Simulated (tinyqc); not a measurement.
One-sided p+-n junction, ionisation integral and breakdown: two steps of the calculation.

A p+ layer at x < 0 and an n drift layer from x = 0. Depletion approximation, built-in voltage neglected. Local ionisation coefficients alpha_n = an exp(-(bn/E)^mx), alpha_p = ap exp(-(bp/E)^mx). Electrons move towards +x, holes towards x = 0.

Values chosen for this exercise; material values close to those of silicon:
- eps_r = 11.6 (relative permittivity)
- an = 6.73e5 1/cm (prefactor of the electron ionisation coefficient)
- bn = 1.27e6 V/cm (field constant for electrons)
- ap = 1.6e6 1/cm (prefactor of the hole ionisation coefficient)
- bp = 2.14e6 V/cm (field constant for holes)
- mx = 1 (exponent)
- N = 1.3e16 cm^-3 (donor density of the drift layer)
- V = 45.8 V (reverse voltage)
- fr = 0.6 (share of the depleted width that the grid covers)

Constants: q = 1.602176634e-19 C, eps0 = 8.8541878128e-14 F/cm where lengths are in cm. Results are converted to the units shown.

Task 1. Field and ionisation coefficients on a grid. W = sqrt(2 eps0 eps_r V/(q N)), peak field E0 = q N W/(eps0 eps_r), falling linearly to 0 at W. Grid: 13 equal steps from 0 to fr W.

Find: W; x; E; alpha_n; alpha_p.

Result 1.

W = 2.125 um

```
point	x (um)	E (kV/cm)	alpha_n (1/cm)	alpha_p (1/cm)
0	0.000	431.0	3.534e4	1.116e4
1	0.098	411.1	3.065e4	8778
2	0.196	391.2	2.619e4	6737
3	0.294	371.3	2.201e4	5025
4	0.392	351.4	1.814e4	3627
5	0.490	331.5	1.460e4	2517
6	0.589	311.6	1.143e4	1667
7	0.687	291.7	8660	1044
8	0.785	271.9	6298	610.2
9	0.883	252.0	4355	327.8
10	0.981	232.1	2827	158.3
11	1.079	212.2	1693	66.67
12	1.177	192.3	911.3	23.49
13	1.275	172.4	425.3	6.504
```

Task 2. Ionisation integrals by the trapezoid rule. G(x) = integral from 0 to x of (alpha_n - alpha_p); I_n = integral of alpha_n exp(-G) (electrons injected at x = 0), I_p = integral of alpha_p exp(G(end) - G) (holes injected at the far edge); M = 1/(1 - I). All integrals by the trapezoid rule on the grid.

```
point	x (um)	alpha_n (1/cm)	alpha_p (1/cm)
0	0.0000000	35341.883	11161.751
1	0.0980917	30645.555	8777.9076
2	0.1961833	26190.761	6736.5677
3	0.2942750	22009.974	5025.3931
4	0.3923667	18135.960	3626.5497
5	0.4904583	14600.646	2516.6108
6	0.5885500	11433.576	1666.7933
7	0.6866417	8659.8759	1043.6319
8	0.7847333	6297.7026	610.17814
9	0.8828250	4355.2304	327.76470
10	0.9809167	2827.3672	158.27054
11	1.0790084	1692.6723	66.674165
12	1.1771000	911.30779	23.487529
13	1.2751917	425.30611	6.5035559
```

Wanted: G; alpha_n exp(-G); I_n; I_p; M_n; M_p.

Result 2.

```
point	G	alpha_n exp(-G) (1e4 1/cm)
0	0.0000	3.5342
1	0.2258	2.4450
2	0.4285	1.7063
3	0.6072	1.1992
4	0.7617	0.8467
5	0.8921	0.5983
6	0.9993	0.4209
7	1.0845	0.2928
8	1.1498	0.1994
9	1.1974	0.1315
10	1.2303	0.0826
11	1.2514	0.0484
12	1.2637	0.0258
13	1.2701	0.0119
```

I_n = 0.95836
I_p = 0.83024
M_n = 24.016
M_p = 5.8905

Computed by the program tinyqc: `OMP_NUM_THREADS=1 python tinyqc.py 2120016 2120017 out.jsonl`, one thread of a shared Intel Xeon 2.30GHz, about 0.04 s for the whole run.
